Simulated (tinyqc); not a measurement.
Lifetime against injection: Shockley-Read-Hall recombination through one deep level.

One level at Et with degeneracy 1: tn = 1/(sn vth Nt), tp = 1/(sp_ vth Nt), n1 = Nc exp((Et - Eg)/kT), p1 = Nv exp(-Et/kT), ni^2 = n1 p1. Equilibrium n0 = Nm, p0 = ni^2/Nm; n = n0 + dn, p = p0 + dn. U = (n p - ni^2)/(tp (n + n1) + tn (p + p1)), lifetime dn/U; emission rates en = sn vth n1, ep = sp_ vth p1.

Constants: kB = 8.617333262e-05 eV/K.

Values chosen for the exercise (gap and densities of states near those of Si at this temperature; not measured data): Eg = 1.124 eV (gap); Nc = 2.73e+19 1/cm^3 (conduction-band density of states); Nv = 1.13e+19 1/cm^3 (valence-band density of states); T = 300 K; Et = 0.261 eV (recombination level above Ev); Nt = 7.2e+14 1/cm^3 (defects); sn = 1.1e-15 cm^2 (electron capture cross-section); sp_ = 1.4e-16 cm^2 (hole capture cross-section); vth = 16000000 cm/s (thermal velocity, both carriers); Nm = 7.2e+15 1/cm^3 (equilibrium electrons for the lifetime steps).

Recombination:
```
dn (1/cm^3)  lifetime (microsecond)  U (1/(cm^3 s))
1.0e+11                      0.6251        1.60e+17
1.0e+12                      0.6252        1.60e+18
1.0e+13                      0.6253        1.60e+19
1.0e+14                      0.6262        1.60e+20
1.0e+15                      0.6341        1.58e+21
1.0e+16                      0.6681        1.50e+22
1.0e+17                      0.6940        1.44e+23
1.0e+18                      0.6984        1.43e+24
```

The lifetime rises from 0.6251 to 0.6984 microsecond; tn + tp = 0.699. At low injection it is tp (1 + n1/n0) + tn p1/n0 with n1/Nm = 1.2e-11 and p1/Nm = 0.065: re-emission is negligible, so minority capture alone counts. Auger and radiative paths are left out; they cut in at the highest injections, and in a doped direct-gap crystal the radiative one counts at all injections. dn = dp neglects trapped charge, which matters where the traps hold a charge comparable with dn, at low injection and with very unequal cross sections.

Computed by tinyqc, a small Python program: `OMP_NUM_THREADS=1 python tinyqc.py 1682616 1682617 out.jsonl` (the numbers bound the seed that draws the inputs); one thread of a shared host (Intel(R) Xeon(R) Processor @ 2.30GHz), about 0.01 s for the whole set of steps.
